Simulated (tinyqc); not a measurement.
Millisecond and nanosecond annealing: surface heating, thermal budget and solid-phase regrowth: one step, computed by the program tinyqc. Command: `OMP_NUM_THREADS=1 python tinyqc.py 3010637 3010638 out.jsonl flash walk`. One thread of a shared host (Intel(R) Xeon(R) Processor @ 2.30GHz), about 0.01 s of CPU time with the checks.

A square pulse heats the surface of a thick wafer with constant thermal properties; losses by radiation are neglected and silicon melts at 1414 C.

Task: Thermal budget. Absorbed flux q = (1 - R) fluence/t_p; kappa = k/c. With f(z, t) = (2 q/k) sqrt(kappa t) ierfc(z/(2 sqrt(kappa t))), ierfc(x) = exp(-x^2)/sqrt(pi) - x erfc(x): T = T0 + f(z, t) during the pulse and T0 + f(z, t) - f(z, t - t_p) after it. Temperatures in kelvin are T(C) + 273.15. Integrate exp(-E/(k_B T(t))) at the surface from 0 to 10 t_p (Gauss-Legendre, 60 points in sqrt(t) up to t_p and 60 in sqrt(t - t_p) after it). (Dt) = D0 x integral with E; regrowth = v0 x integral with E_v; effective time = integral/exp(-E/(k_B T_peak)).

Inputs (values chosen for the exercise, modelled on hot silicon with arsenic):

| quantity | value | unit |
|---|---|---|
| incident fluence | 20.6 | J/cm^2 |
| pulse length t_p | 0.0014 | s |
| reflectance R | 0.51 | - |
| thermal conductivity k | 0.27 | W/(cm K) |
| heat capacity per volume c | 2.12 | J/(cm^3 K) |
| preheat temperature T0 | 700 | C |
| dopant prefactor D0 | 8.62 | cm^2/s |
| dopant activation energy E | 4 | eV |
| regrowth prefactor v0 | 5.5e+08 | cm/s |
| regrowth energy E_v | 2.71 | eV |
| amorphous layer | 5.8 | nm |

Source: flash lamp.

peak temperature = 1102.350 C

Constants: k_B = 8.617333262e-05 eV/K.

Give: budget (Dt); diffusion length 2 sqrt(Dt); effective time over t_p; possible regrowth.

Result:

budget (Dt) = 5.337e-18 cm^2

diffusion length 2 sqrt(Dt) = 0.04620 nm

effective time over t_p = 0.2002

possible regrowth = 284.0 nm

Caution: equilibrium diffusivities are used; implant damage enhances diffusion, and k and c vary with temperature. Caution: at this preheat temperature the layer would already regrow within five seconds or less before the pulse. Caution: a diffusion length below the atomic spacing of 0.235 nm means about one jump per atom or fewer, so the profile does not change measurably.
